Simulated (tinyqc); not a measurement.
# Minority carriers and saturation current of a heavily doped emitter: what changes with what

n-type, parabolic bands, full ionisation. eta = (EF - Ec)/kB T solves N = Nc F12(eta), F12(x) = (2/sqrt(pi)) int_0^infinity sqrt(u)/(1 + exp(u - x)) du. The gap shrinks rigidly by dEg = a3 y^(1/3) + a4 y^(1/4) + a2 y^(1/2), y = N/1e18 cm^-3, an empirical law that is here taken as the true narrowing.

Values chosen for this exercise; band and dielectric values those of a made-up semiconductor: temperature T = 300 K; band gap Eg = 0.994 eV; conduction-band density of states at 300 K Nc = 3.22e19 cm^-3; valence-band density of states at 300 K Nv = 2.12e19 cm^-3; coefficient of (N/1e18)^(1/3) a3 = 15.2 meV; coefficient of (N/1e18)^(1/4) a4 = 7 meV; coefficient of (N/1e18)^(1/2) a2 = 2 meV; minority-hole mobility mup = 240 cm^2/(V s); Auger coefficient Cn = 2.4e-31 cm^6/s; defect lifetime ts = 0.97 us; emitter width W = 640 nm; recombination velocity at the contact S = 10000 cm/s.

Constants: q = 1.602176634e-19 C, kB = 1.380649e-23 J/K, Vt = kB T/q. Results are converted to the units shown.

Each table varies one quantity; the others keep the values above.

## Effect of the doping

ni = sqrt(Nc Nv) exp(-Eg/(2 Vt)), Eg in volts; degeneracy factor g = F12(eta) exp(-eta); nie^2 = ni^2 exp(dEg/kB T) g, p0 = nie^2/N; apparent narrowing dEg + kB T ln g. 1/tau = Cn N^2 + 1/ts, D = mup Vt, L = sqrt(D tau); J0 = (q p0 D/L)(s + tanh(W/L))/(1 + s tanh(W/L)), s = S L/D; the share recombining inside is 1 - 1/[cosh(W/L)(1 + tanh(W/L)/s)]. The mobility is held fixed.

Effect of the doping:

| N (cm^-3) | apparent narrowing (meV) | p0 (cm^-3) | L (nm) | J0 (fA/cm^2) | share inside (%) |
|---|---|---|---|---|---|
| 6.7e17 | 21.081 | 46109 | 23343 | 67457 | 0.76059 |
| 1.3e18 | 25.975 | 28718 | 20782 | 42093 | 0.95768 |
| 2.7e18 | 32.660 | 17907 | 14938 | 26471 | 1.8375 |
| 5.5e18 | 40.683 | 11990 | 8650.7 | 18339 | 5.2894 |
| 1.1e19 | 50.078 | 8622.1 | 4542.3 | 14926 | 16.877 |
| 2.2e19 | 60.946 | 6563.7 | 2300.9 | 16543 | 44.403 |
| 4.5e19 | 73.078 | 5130.6 | 1128.7 | 28727 | 77.537 |
| 9e19 | 84.027 | 3918.1 | 564.79 | 57994 | 94.118 |
| 1.8e20 | 90.629 | 2529.0 | 282.45 | 87274 | 99.088 |
| 3.7e20 | 85.882 | 1024.0 | 137.42 | 74060 | 99.959 |

The apparent narrowing goes from 21.1 through a maximum of 90.6 (at N = 1.8e20 cm^-3 among the rows listed) to 85.9 meV. p0 goes as N^(-0.71) between the first two rows and N^(-1.25) between the last two (-1 without narrowing or degeneracy), and J0 moves up and down between 14900 and 87300 fA/cm^2.

## Approximations to the Fermi level

With u = N/Nc: Boltzmann ln u; Joyce-Dixon ln u + 0.353553 u - 4.95009e-3 u^2 + 1.48386e-4 u^3 - 4.42563e-6 u^4; degenerate limit (3 sqrt(pi) u/4)^(2/3). The Einstein ratio is D/(mu Vt) = F12/Fm, Fm(x) = dF12/dx = (1/sqrt(pi)) int_0^infinity u^(-1/2)/(1 + exp(u - x)) du.

Approximations to the Fermi level:

| N (cm^-3) | N/Nc | eta | Boltzmann | Joyce-Dixon | degenerate | D/(mu Vt) |
|---|---|---|---|---|---|---|
| 1.6e18 | 0.049689 | -2.9844 | -3.0020 | -2.9844 | 0.16341 | 1.0175 |
| 4.1e18 | 0.12733 | -2.0160 | -2.0610 | -2.0160 | 0.30599 | 1.0449 |
| 1e19 | 0.31056 | -1.0601 | -1.1694 | -1.0601 | 0.55444 | 1.1089 |
| 2.7e19 | 0.83851 | 0.11693 | -0.17613 | 0.11693 | 1.0751 | 1.2898 |
| 6.8e19 | 2.1118 | 1.4734 | 0.74754 | 1.4734 | 1.9900 | 1.7063 |
| 1.7e20 | 5.2795 | 3.4112 | 1.6638 | 3.4108 | 3.6657 | 2.6443 |
| 4.4e20 | 13.665 | 6.7866 | 2.6148 | 6.7460 | 6.9102 | 4.6960 |
| 1.1e21 | 34.161 | 12.663 | 3.5311 | 9.7206 | 12.729 | 8.5301 |

Read the table: what changes, and by how much?

Boltzmann is within 0.1 of eta up to N/Nc = 0.13, Joyce-Dixon within 0.01 up to 5.3, and the degenerate limit is off by 0.065 in the last row. The Einstein ratio rises from 1.02 to 8.53: degenerate carriers diffuse faster for the same mobility.

Range of the model: Band tails, non-parabolic bands and incomplete ionisation are left out.

tinyqc, about 0.01 s, one thread, Intel Xeon 2.30GHz (shared host): `OMP_NUM_THREADS=1 python tinyqc.py 2330117 2330118 out.jsonl`
